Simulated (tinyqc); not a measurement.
ROHF in the sto-6g basis, for BeH, spin multiplicity 2, step by step. One step of it, computed by the program tinyqc.

Problem. Iteration 3: building the Fock matrix. J_ij = sum D_kl (ij|kl) with D = D(alpha) + D(beta), K_ij = sum D_kl (ik|jl) for each spin; F = H + J - K(s); E = tr D H + tr D J / 2 - 0.5 sum_s tr D(s) K(s) + E_nn.

D(alpha) after iteration 2, lower triangle:
```
            1Be 1s     1Be 2s   1Be 2px   1Be 2py   1Be 2pz     2H 1s
1Be 1s    1.069673
1Be 2s   -0.274552   1.082182
1Be 2px   0.015252  -0.064523  0.034828
1Be 2py   0.014729  -0.037062  0.002317  0.001298
1Be 2pz   0.013062  -0.051250  0.043916  0.001905  0.056320
2H 1s     0.023208  -0.116872  0.167074  0.004556  0.216698  0.840040
```

D(beta) after iteration 2, lower triangle:
```
            1Be 1s     1Be 2s    1Be 2px    1Be 2py   1Be 2pz     2H 1s
1Be 1s    1.019893
1Be 2s   -0.086390   0.370964
1Be 2px  -0.018954   0.064769   0.011323
1Be 2py   0.008190  -0.012345  -0.002176   0.000439
1Be 2pz  -0.026171   0.097045   0.016957  -0.003248  0.025400
2H 1s    -0.115908   0.408959   0.071483  -0.013719  0.107058  0.451272
```

core Hamiltonian H = T + V (hartree), lower triangle:
```
            1Be 1s     1Be 2s    1Be 2px    1Be 2py    1Be 2pz      2H 1s
1Be 1s   -8.169414
1Be 2s   -1.915024  -2.302734
1Be 2px   0.000000   0.000000  -1.849493
1Be 2py   0.000000   0.000000   0.000000  -1.849493
1Be 2pz  -0.006065  -0.061551   0.000000   0.000000  -1.885476
2H 1s    -0.052927  -0.294471   0.000000   0.000000  -0.383956  -1.364453
```

Two-electron integrals (ij|kl) in chemists' order, unique and non-zero (hartree):
```
(11|11) 2.299996   (21|11) 0.361879   (21|21) 0.071926   (22|11) 0.570332
(22|21) 0.139654   (22|22) 0.417773   (31|31) 0.015252   (32|31) 0.022555
(32|32) 0.092340   (33|11) 0.570332   (33|21) 0.139654   (33|22) 0.417773
(33|33) 0.450117   (41|41) 0.015252   (42|41) 0.022555   (42|42) 0.092340
(43|43) 0.024258   (44|11) 0.570332   (44|21) 0.139654   (44|22) 0.417773
(44|33) 0.401601   (44|44) 0.450117   (51|51) 0.015252   (52|51) 0.022555
(52|52) 0.092340   (53|53) 0.024258   (54|54) 0.024258   (55|11) 0.570332
(55|21) 0.139654   (55|22) 0.417773   (55|33) 0.401601   (55|44) 0.401601
(55|55) 0.450117   (61|11) 0.009898   (61|21) 0.001925   (61|22) 0.003773
(61|33) 0.003742   (61|44) 0.003742   (61|51) 0.000193   (61|52) 0.000390
(61|55) 0.003836   (61|61) 0.000055   (62|11) 0.050119   (62|21) 0.012624
(62|22) 0.044857   (62|33) 0.043010   (62|44) 0.043010   (62|51) 0.001588
(62|52) 0.011789   (62|55) 0.048550   (62|61) 0.000380   (62|62) 0.010080
(63|31) 0.000795   (63|32) 0.004394   (63|53) 0.001650   (63|63) 0.000572
(64|41) 0.000795   (64|42) 0.004394   (64|54) 0.001650   (64|64) 0.000572
(65|11) 0.064248   (65|21) 0.016293   (65|22) 0.059702   (65|33) 0.056552
(65|44) 0.056552   (65|51) 0.002499   (65|52) 0.018265   (65|55) 0.066001
(65|61) 0.000503   (65|62) 0.014866   (65|65) 0.022150   (66|11) 0.223349
(66|21) 0.056896   (66|22) 0.221731   (66|33) 0.210634   (66|44) 0.210634
(66|51) 0.006052   (66|52) 0.059846   (66|55) 0.243925   (66|61) 0.001705
(66|62) 0.073146   (66|65) 0.112121   (66|66) 0.774999
```

nuclear repulsion = 0.89350310 hartree

Give: Coulomb J; exchange K(alpha); exchange K(beta); F(alpha); F(beta); total energy of this density.

Solution.

Coulomb J (hartree), lower triangle:
```
          1Be 1s   1Be 2s  1Be 2px  1Be 2py  1Be 2pz   2H 1s
1Be 1s    5.8049
1Be 2s    1.0163   2.1027
1Be 2px   0.0003   0.0020   2.0854
1Be 2py  -0.0015  -0.0082   0.0000   2.0832
1Be 2pz   0.0120   0.1038   0.0037  -0.0001   2.1394
2H 1s     0.0280   0.2778   0.0005  -0.0004   0.3867  1.8990
```

exchange K(alpha) (hartree), lower triangle:
```
          1Be 1s   1Be 2s  1Be 2px  1Be 2py  1Be 2pz   2H 1s
1Be 1s    2.3409
1Be 2s    0.3640   0.4646
1Be 2px  -0.0008  -0.0225   0.1211
1Be 2py   0.0026  -0.0163   0.0010   0.1069
1Be 2pz   0.0007  -0.0050   0.0284   0.0011   0.1731
2H 1s     0.0114   0.0957   0.0349  -0.0006   0.1561  0.6931
```

exchange K(beta) (hartree), lower triangle:
```
          1Be 1s   1Be 2s  1Be 2px  1Be 2py  1Be 2pz   2H 1s
1Be 1s    2.3098
1Be 2s    0.3673   0.2485
1Be 2px  -0.0003   0.0334   0.0557
1Be 2py   0.0027  -0.0056  -0.0009   0.0510
1Be 2pz   0.0007   0.0863   0.0114  -0.0022   0.0961
2H 1s     0.0094   0.1534   0.0191  -0.0036   0.1213  0.4403
```

F(alpha) (hartree), lower triangle:
```
          1Be 1s   1Be 2s  1Be 2px  1Be 2py  1Be 2pz    2H 1s
1Be 1s   -4.7054
1Be 2s   -1.2627  -0.6647
1Be 2px   0.0011   0.0245   0.1147
1Be 2py  -0.0042   0.0081  -0.0010   0.1268
1Be 2pz   0.0052   0.0472  -0.0247  -0.0012   0.0808
2H 1s    -0.0363  -0.1124  -0.0344   0.0002  -0.1534  -0.1586
```

F(beta) (hartree), lower triangle:
```
          1Be 1s   1Be 2s  1Be 2px  1Be 2py  1Be 2pz   2H 1s
1Be 1s   -4.6743
1Be 2s   -1.2660  -0.4486
1Be 2px   0.0005  -0.0314   0.1802
1Be 2py  -0.0043  -0.0026   0.0009   0.1827
1Be 2pz   0.0053  -0.0440  -0.0076   0.0021   0.1578
2H 1s    -0.0343  -0.1701  -0.0186   0.0032  -0.1186  0.0942
```

total energy of this density = -14.877431 hartree
